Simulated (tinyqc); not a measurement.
Graded p-n junction, non-linear Poisson equation by Newton steps: one step of the calculation.

One dimension, p side on the left, n side on the right; net doping C = (Nd - Na)/2 + ((Nd + Na)/2) tanh(x/Lg). The potential psi is counted from the intrinsic level, and the quasi-Fermi potentials are flat: 0 for holes and -V for electrons, so n = ni exp((psi + V)/Vt) and p = ni exp(-psi/Vt) (Boltzmann statistics, full ionisation, no current).

Task. Converged densities, field and charge. n and p as above; field E_i = -(psi_(i+1) - psi_i)/h_i on each interval; charge on either side of the peak Q = eps0 eps_r |E|max (Gauss).

Parameters, values chosen for the exercise; band and dielectric values close to those of gallium arsenide: temperature T = 300 K; relative permittivity eps_r = 13; bias of the p side against the n side V = 0 V.

Constants: q = 1.602176634e-19 C, kB = 1.380649e-23 J/K, Vt = kB T/q, eps0 = 8.8541878128e-14 F/cm where lengths are in cm. Results are converted to the units shown.

| node | x (nm) | converged psi (V) | net doping C (cm^-3) |
|---|---|---|---|
| 0 | -2800 | -0.60527986 | -2.8999991e16 |
| 1 | -1950 | -0.60527905 | -2.8999130e16 |
| 2 | -1250 | -0.60524450 | -2.8961782e16 |
| 3 | -669 | -0.60447957 | -2.8138666e16 |
| 4 | -195 | -0.59597043 | -2.0497081e16 |
| 5 | 195 | -0.52645081 | -4.6029185e15 |
| 6 | 672 | 0.48780593 | 3.0521637e15 |
| 7 | 1250 | 0.55232853 | 3.8617819e15 |
| 8 | 1970 | 0.55339851 | 3.8992192e15 |
| 9 | 2840 | 0.55341237 | 3.8999929e15 |
| 10 | 3900 | 0.55341250 | 3.9000000e15 |

ni = 1.9685381e6 cm^-3

Find: n; p; field E; peak |E|; charge Q.

Result.

| node | n (cm^-3) | p (cm^-3) |
|---|---|---|
| 0 | 1.336e-4 | 2.900e16 |
| 1 | 1.336e-4 | 2.900e16 |
| 2 | 1.338e-4 | 2.896e16 |
| 3 | 1.378e-4 | 2.812e16 |
| 4 | 1.915e-4 | 2.023e16 |
| 5 | 0.002819 | 1.374e15 |
| 6 | 3.083e14 | 0.01257 |
| 7 | 3.740e15 | 0.001036 |
| 8 | 3.898e15 | 9.942e-4 |
| 9 | 3.900e15 | 9.936e-4 |
| 10 | 3.900e15 | 9.936e-4 |

| interval | field E (kV/cm) |
|---|---|
| 0 | 0.00 |
| 1 | 0.00 |
| 2 | -0.01 |
| 3 | -0.18 |
| 4 | -1.78 |
| 5 | -21.26 |
| 6 | -1.12 |
| 7 | -0.01 |
| 8 | 0.00 |
| 9 | 0.00 |

peak |E| = 21.26 kV/cm
charge Q = 24.47 nC/cm^2

Computed by the program tinyqc: `OMP_NUM_THREADS=1 python tinyqc.py 2000161 2000162 out.jsonl`, one thread of a shared Intel Xeon 2.30GHz, about 0.04 s for the whole run.
